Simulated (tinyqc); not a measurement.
Finite square well with mass mismatch (envelope functions): sweeps and comparisons. A value that a table varies takes the place of the one given here.

A square well of width L and depth V0, mass mw inside and mb outside, energies from the bottom of the well, c = hbar^2/2m0. k = sqrt(mw E/c), kappa = sqrt(mb (V0 - E)/c). psi and psi'/m are continuous at the walls (BenDaniel-Duke), so level n solves k L + 2 atan[(k/mw)/(kappa/mb)] = n pi.

Non-parabolic bands: mw is replaced by mw (1 + alpha_w E) and mb by mb (1 - alpha_b (V0 - E)), in k, kappa and the matching condition alike.

Constants: hbar^2/2m0 = 3.80998211 eV angstrom^2.

Values chosen for the exercise (near those of a GaAs well in AlGaAs; shifted at random, so the results belong to these values and not to a real crystal): V0 = 0.332 eV (barrier height); mw = 0.0689 m0 (mass in the well); mb = 0.101 m0 (mass in the barrier); Ls = (20, 28, 40, 56, 78, 109, 153) angstrom (widths); L = 163 angstrom (well width); alpha_w = 0.62 1/eV (non-parabolicity in the well); alpha_b = 0.52 1/eV (non-parabolicity in the barrier).

## Width of the well

Levels against L, beside the infinite well E1(hard) = c (pi/L)^2/mw; Pb is the probability of level 1 in the barriers; a dash marks an unbound level.

Levels:

| L (angstrom) | bound levels | E1 (eV) | E2 (eV) | E1(hard) (eV) | Pb |
|---|---|---|---|---|---|
| 20 | 1 | 0.1976 | - | 1.3644 | 0.392 |
| 28 | 1 | 0.1517 | - | 0.6961 | 0.254 |
| 40 | 1 | 0.1064 | - | 0.3411 | 0.145 |
| 56 | 2 | 0.0714 | 0.2687 | 0.1740 | 0.078 |
| 78 | 2 | 0.0456 | 0.1794 | 0.0897 | 0.040 |
| 109 | 3 | 0.0277 | 0.1103 | 0.0459 | 0.019 |
| 153 | 4 | 0.0161 | 0.0642 | 0.0233 | 0.008 |

The infinite well overestimates E1 by a factor 6.90 at 20 angstrom and 1.45 at 153 angstrom. The local exponent d ln E1/d ln L goes from -0.79 (first two rows) to -1.61 (last two), towards the -2 of hard walls, as Pb falls from 0.392 to 0.008. E2 - E1 is largest at 56 angstrom of the widths listed.

## Levels of description

The same well five ways. mb = mw: the barrier takes the mass of the well. psi' continuous: kappa holds mb but the condition drops the masses, k L + 2 atan(k/kappa) = n pi. The last column is measured against BenDaniel-Duke.

Levels (eV):

| model | E1 | E2 | E3 | E1 - E1(BDD) (meV) |
|---|---|---|---|---|
| infinite walls | 0.0205 | 0.0822 | 0.1849 | 6.1 |
| mb = mw | 0.0153 | 0.0607 | 0.1347 | 0.8 |
| BenDaniel-Duke | 0.0145 | 0.0578 | 0.1295 | 0.0 |
| psi' continuous | 0.0160 | 0.0634 | 0.1398 | 1.6 |
| non-parabolic | 0.0148 | 0.0575 | 0.1241 | 0.3 |

Hard walls put E1 6.1 meV too high. Ignoring the mass step moves it by +0.8 meV and the wrong matching by +1.6 meV: with mb/mw = 1.47, continuity of psi'/m lets the slope outside be 1.47 times the slope inside, which acts like a softer wall. Non-parabolicity shifts E1 by +0.3 meV, the balance of a heavier mass in the well, which lowers it, and a lighter mass deep in the barrier, which hardens the wall. Among the finite wells the largest departure in E1 is that of the model 'psi' continuous'.

## What each parameter does

Parabolic bands. Pb is the probability of level 1 in the barriers, (A^2/kappa)/(A^2/kappa + L/2 + sin(kL)/(2k)) with A = cos(kL/2). Each row changes one parameter from the base and keeps the others.

Results:

| case | E1 (eV) | bound levels | Pb | V0 - E1 (eV) |
|---|---|---|---|---|
| base | 0.0145 | 5 | 0.0070 | 0.3175 |
| L = 147 angstrom | 0.0172 | 4 | 0.0091 | 0.3148 |
| V0 = 0.282 eV | 0.0141 | 4 | 0.0086 | 0.2679 |
| mw = 0.062 m0 | 0.0155 | 4 | 0.0082 | 0.3165 |
| mb = 0.0808 m0 | 0.0149 | 5 | 0.0067 | 0.3171 |

The largest shifts from the base row, up to three for each result and ties (the steps differ in size, so this ranks the rows, not the parameters). E1 (eV): L +0.0027, mw +0.0011, mb +0.0005. bound levels: L -1, V0 -1, mw -1; unchanged at the printed digits by mb. Pb: L +0.0021, V0 +0.0016, mw +0.0012. V0 - E1 (eV): V0 -0.0496, L -0.0027, mw -0.0011.

Program tinyqc; command `OMP_NUM_THREADS=1 python tinyqc.py 1281151 1281152 out.jsonl`; about 0.01 s on one thread of a shared Intel(R) Xeon(R) Processor @ 2.30GHz.
